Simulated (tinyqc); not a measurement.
## On-chip interconnect, size-dependent resistivity and RC delay: course in time

A rectangular line between two neighbours and two ground planes. Surface and grain-boundary scattering are added to the bulk resistivity as corrections; capacitances are parallel-plate values without fringing; inductance is ignored.

6 equal pi sections: series Rs = r Lw/6; node capacitances c Lw/6, halved at nodes 0 and 6, with Cl added to node 6; Rd feeds node 0. Elmore delay of node k: the sum, over the resistors on the path to k, of resistance times all capacitance downstream of it.

A 1 V step is applied behind Rd at t = 0. C dv/dt = -G v + b, with G the conductance matrix of the ladder (1/Rs between neighbours, 1/Rd added at node 0) and b = (1 V/Rd, 0, ...). Trapezoidal step: (C/dt + G/2) v(new) = (C/dt - G/2) v + b. The last column solves the same ladder exactly by its modes.

Inputs (values chosen for the exercise):
- Rd = 840 ohm (driver resistance)
- dt = 0.3 ps (time step)

Rs = 13.0163 ohm

```
node,C (fF)
0,0.0929638
1,0.185928
2,0.185928
3,0.185928
4,0.185928
5,0.185928
6,0.252964
```

Voltages (V):
```
t (ps),node 0,node 3,node 6,"node 6, exact"
0.3000,0.2956,0.2364,0.2118,0.2244
0.6000,0.4114,0.4207,0.4217,0.4081
0.9000,0.5989,0.5557,0.5409,0.5484
1.200,0.6513,0.6649,0.6657,0.6554
1.500,0.7739,0.7410,0.7326,0.7370
1.800,0.7914,0.8067,0.8068,0.7993
2.100,0.8747,0.8486,0.8442,0.8469
2.400,0.8733,0.8889,0.8883,0.8831
2.700,0.9326,0.9111,0.9093,0.9108
3.000,0.9215,0.9366,0.9354,0.9320
3.300,0.9657,0.9474,0.9473,0.9481
3.600,0.9498,0.9642,0.9625,0.9604
```

The far end of the ladder reaches 0.5 V at 0.7872 ps, 0.698 of its Elmore delay (ln 2 = 0.693 for a single pole); the slowest mode has a time constant of 1.109 ps. The largest error of the trapezoidal steps at that node is 14 mV. Node 0 swings up and down from step to step: the trapezoidal rule does not damp modes much faster than dt, so these swings are numerical.

Numbers from tinyqc (`OMP_NUM_THREADS=1 python tinyqc.py 2100146 2100147 out.jsonl`; about 0.01 s on one thread of a shared Intel Xeon 2.30GHz).
